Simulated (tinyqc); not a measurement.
Inside a calculation. Model: millisecond and nanosecond annealing: surface heating, thermal budget and solid-phase regrowth. Computed by tinyqc, a small Python program that keeps every step. Command: `OMP_NUM_THREADS=1 python tinyqc.py 3026581 3026582 out.jsonl flash walk`. One thread of a shared host (Intel(R) Xeon(R) Processor @ 2.30GHz), about 0.01 s of CPU time with the checks. Intermediate numbers are printed to about 5 digits and carried at full precision; extremes and crossings named in words are read from the listed rows.

A square pulse heats the surface of a thick wafer with constant thermal properties; losses by radiation are neglected and silicon melts at 1414 C.

Inputs (values chosen for the exercise, modelled on hot silicon with boron):
```
quantity,value,unit
incident fluence,125,J/cm^2
pulse length t_p,0.017,s
reflectance R,0.52,-
thermal conductivity k,0.25,W/(cm K)
heat capacity per volume c,2.22,J/(cm^3 K)
preheat temperature T0,600,C
wafer thickness d,775,um
dopant prefactor D0,1.15,cm^2/s
dopant activation energy E,3.5,eV
regrowth prefactor v0,4.2e+08,cm/s
regrowth energy E_v,2.71,eV
amorphous layer,34,nm
```

Source: flash lamp.

Constants: k_B = 8.617333262e-05 eV/K.

## Peak temperature

Absorbed flux q = (1 - R) fluence/t_p; kappa = k/c. With f(z, t) = (2 q/k) sqrt(kappa t) ierfc(z/(2 sqrt(kappa t))), ierfc(x) = exp(-x^2)/sqrt(pi) - x erfc(x): T = T0 + f(z, t) during the pulse and T0 + f(z, t) - f(z, t - t_p) after it. At the surface the rise at the end of the pulse is 2 q sqrt(t_p/(pi k c)); the fluence that just melts the surface scales with (1414 - T0).

absorbed flux q = 3529.4 W/cm^2

kappa = 0.11261 cm^2/s

thermal length sqrt(kappa t_p) = 437.54 um

peak temperature = 1297.0 C

fluence at the melting threshold = 145.98 J/cm^2

The heated layer is 56 % of the wafer thickness. Caution: heat reaches the back of the wafer, which is no longer thick.

## Temperature in depth and time

The formulas are those given above.

Temperature (C):
```
t/t_p,surface,z = 0.5 thermal lengths,z = 1,z = 2
0.10,820.4,636.6,602.44,600.00
0.25,948.5,723.3,631.04,600.60
0.50,1092.9,844.4,702.93,610.49
0.75,1203.6,944.4,776.65,632.52
1.00,1297.0,1031.3,846.64,662.08
1.10,1110.6,1026.7,871.01,675.20
1.50,960.8,935.8,871.47,721.15
2.00,888.7,876.2,842.08,743.77
4.00,786.8,783.4,773.76,739.97
10.00,713.1,712.4,710.17,701.79
```

One tenth of a pulse length after the end the surface has lost 186 C: cooling starts as sqrt(t - t_p), much faster than heating ends.

## Thermal budget

Temperatures in kelvin are T(C) + 273.15. Integrate exp(-E/(k_B T(t))) at the surface from 0 to 10 t_p (Gauss-Legendre, 60 points in sqrt(t) up to t_p and 60 in sqrt(t - t_p) after it). (Dt) = D0 x integral with E; regrowth = v0 x integral with E_v; effective time = integral/exp(-E/(k_B T_peak)).

budget (Dt) = 1.8959e-14 cm^2

diffusion length 2 sqrt(Dt) = 2.7538 nm

effective time over t_p = 0.16624

possible regrowth = 30721 nm

Only 16.6 % of the pulse counts at the peak; the estimate 2 k_B T_peak^2/(E (T_peak - T0)) gives 17.4 %. The amorphous layer of 34 nm regrows fully. Caution: equilibrium diffusivities are used; implant damage enhances diffusion, and k and c vary with temperature. Caution: the peak lies above 1150 C, and amorphous silicon melts some 200 to 250 K below the crystal, so a layer that has not regrown before the peak may melt instead.

## Same peak temperature, different pulse lengths

For each t_p the flux is set so that the peak temperature stays the same: q sqrt(t_p) is fixed.

Pulses:
```
t_p (s),fluence (J/cm^2),q (W/cm^2),thermal length (um),2 sqrt(Dt) (nm),regrowth (nm)
1.00e-07,3.0317e-01,1.4552e+06,1.0612e+00,6.6790e-03,1.8071e-01
1.00e-06,9.5871e-01,4.6018e+05,3.3558e+00,2.1121e-02,1.8071e+00
1.00e-05,3.0317e+00,1.4552e+05,1.0612e+01,6.6790e-02,1.8071e+01
1.00e-04,9.5871e+00,4.6018e+04,3.3558e+01,2.1121e-01,1.8071e+02
3.00e-04,1.6605e+01,2.6568e+04,5.8124e+01,3.6583e-01,5.4214e+02
1.00e-03,3.0317e+01,1.4552e+04,1.0612e+02,6.6790e-01,1.8071e+03
3.00e-03,5.2511e+01,8.4017e+03,1.8380e+02,1.1568e+00,5.4214e+03
1.00e-02,9.5871e+01,4.6018e+03,3.3558e+02,2.1121e+00,1.8071e+04
```

Fluence and diffusion length grow as sqrt(t_p), regrowth as t_p. The layer of 34 nm regrows from t_p = 0.0001 s on among these rows, at a diffusion length of 0.21 nm. Caution: amorphous silicon melts some 200 to 250 K below the crystal, which matters for the short pulses that reach the peak before regrowth. Caution: the shortest pulses need a source absorbed within their thermal length, and the longest also heat the back of the wafer, which the thick-wafer formula leaves out.

Checks made by the program: heat stored at the end of the pulse against the absorbed fluence (relative difference below 1e-10).
